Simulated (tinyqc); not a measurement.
Inside a calculation: Fermi-Dirac statistics of conduction electrons. Values are carried at full precision from step to step, so a last printed digit may differ when a step is redone from the rounded ones.

Constants: hbar^2/2m0 = 3.80998211 eV angstrom^2; kB = 8.617333262e-05 eV/K; e^2/(4 pi eps0) = 14.39964547 eV angstrom.

Values chosen for the exercise (near those of InAs, lowest valleys alone; shifted at random, so the results belong to these values and not to a real crystal):
- m = 0.0255 m0 (density-of-states mass of the conduction band)
- T = 300 K
- n = 6.1e+15 1/cm^3 (electron density)
- eps = 14.8 (static dielectric constant)
- alpha = 2.68 1/eV (non-parabolicity)

## Reduced density

N = 2 (m kB T/(4 pi c))^(3/2) with c = hbar^2/2m0, in 1/angstrom^3; times 1e24 for 1/cm^3; u = n/Nc.

kT = 0.025852 eV
Nc = 1.0218e+17 1/cm^3
u = n/Nc = 0.059696

## Reduced Fermi level by five rules

F_j(eta) = (1/Gamma(j + 1)) integral_0^infinity x^j dx/(1 + exp(x - eta)), which tends to exp(eta) for eta << 0.

With u = n/Nc: Boltzmann eta = ln u; Joyce-Dixon eta = ln u + u/sqrt(8) - 4.95009e-3 u^2 + 1.48386e-4 u^3 - 4.42563e-6 u^4; Nilsson eta = ln u/(1 - u^2) + v/(1 + (0.24 + 1.08 v)^-2) with v = (3 sqrt(pi) u/4)^(2/3); fully degenerate limit eta = v; exact: F_1/2(eta) = u.

Find eta = (EF - Ec)/kT by each rule.

eta: Boltzmann -2.818, Joyce-Dixon -2.797, Nilsson -2.799, degenerate 0.185, exact -2.797

Against the exact value the errors are Boltzmann -0.021, Joyce-Dixon 0.000, Nilsson -0.001, degenerate limit +2.982 (in kT).

## Exact eta by Newton steps

Solve ln F_1/2(eta) = ln u from the Boltzmann value; dF_1/2/d eta = F_-1/2, so the step is -ln(F_1/2/u) F_1/2/F_-1/2. Stop below 1e-9.

Newton steps:
```
step        eta      F_1/2     F_-1/2  step taken
1     -2.818485  0.0584758  0.0572932      0.0211
2     -2.797401  0.0596961  0.0584642    4.43e-06
3     -2.797397  0.0596963  0.0584644    1.97e-13
```

Converged in 3 steps.

## Mean energy, Einstein relation and screening

eta = -2.79740

Mean kinetic energy <E> = (3/2) kT F_3/2/F_1/2; D/mu = (kT/e) F_1/2/F_-1/2; dn/dEF = (Nc/kT) F_-1/2; screening length L = (4 pi (e^2/(4 pi eps0)) (dn/dEF)/eps)^(-1/2), with dn/dEF in 1/(angstrom^3 eV) (1/cm^3 = 1e-24/angstrom^3).

F_-1/2, F_1/2, F_3/2: 0.05846  0.05970  0.06033

<E> = 39.19 meV
D/mu = 26.40 mV
dn/dEF = 2.311e+17 1/(cm^3 eV)
L = 594.9 angstrom

The gas is nearly non-degenerate. D/mu is 1.021 times kT/e and <E> is 1.011 times (3/2) kT; the Debye formula, with n/kT in place of dn/dEF, would give L = 588.8 angstrom.

## Fermi level in the non-parabolic band

Non-parabolic band E (1 + alpha E) = c k^2/m: n = Nc (2/sqrt(pi)) integral_0^infinity sqrt(x (1 + a x)) (1 + 2 a x) dx/(1 + exp(x - eta)) with a = alpha kT and eta = (EF - Ec)/kT; a = 0 gives n = Nc F_1/2(eta).

Solve for eta at the same n.

a = 0.06928
eta = -3.047
EF - Ec = -78.76 meV

The extra states lower EF by 6.44 meV against the parabolic band.

## Checks

- Non-parabolic integral at a = 0 against F_1/2(2): both 2.823721.
- F_1/2(40) against the Sommerfeld form (4/(3 sqrt(pi))) eta^(3/2) (1 + pi^2/(8 eta^2)): both 190.45.

Run: tinyqc, `OMP_NUM_THREADS=1 python tinyqc.py 1651114 1651115 out.jsonl`; Intel(R) Xeon(R) Processor @ 2.30GHz, one thread, shared host; about 0.01 s of CPU time with all checks.
